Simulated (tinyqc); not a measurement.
Slater-Koster d bands of an fcc metal: one step. The Hamiltonian at one k.

Slater-Koster d bands. For a bond with direction cosines (l, m, n) the 5 x 5 block is dds Ps + ddp Pp + ddd (1 - Ps - Pp), the projectors on sigma, pi and delta states about the bond; for instance <xy|xy> = 3 l^2 m^2 dds + (l^2 + m^2 - 4 l^2 m^2) ddp + (n^2 + l^2 m^2) ddd, <xy|yz> = 3 l m^2 n dds + l n (1 - 4 m^2) ddp + l n (m^2 - 1) ddd and <3z2-r2|3z2-r2> = (n^2 - (l^2 + m^2)/2)^2 dds + 3 n^2 (l^2 + m^2) ddp + (3/4)(l^2 + m^2)^2 ddd. H(k) sums the blocks times cos(k.R) over the neighbours; the d level is the zero of energy; k in 2 pi/a.

Neighbours: twelve at (a/2)(1,1,0) and equivalents.

Values chosen for the exercise (of the size met in Ni; not measured data):
```
symbol  value               unit    meaning
dds     -0.46               eV      dd sigma
ddp     0.212               eV      dd pi
ddd     -0.074              eV      dd delta
k       (0.42, 0.47, 0.38)  2 pi/a  wave vector
```

Question. Sum over the neighbours.

Give: H(k).

Answer.

H(k) (eV), rows xy, yz, zx, x2-y2, 3z2-r2 and columns alike:
$$\begin{pmatrix}
0.0008 & -0.5151 & -0.5295 & 0 & -0.6447 \\
-0.5151 & -0.0186 & -0.5516 & -0.5360 & 0.3094 \\
-0.5295 & -0.5516 & -0.1171 & 0.5214 & 0.3010 \\
0 & -0.5360 & 0.5214 & -0.0179 & -0.0377 \\
-0.6447 & 0.3094 & 0.3010 & -0.0377 & 0.0428
\end{pmatrix}$$

Program tinyqc; command `OMP_NUM_THREADS=1 python tinyqc.py 1451030 1451031 out.jsonl`; about 0.03 s on one thread of a shared Intel(R) Xeon(R) Processor @ 2.30GHz.
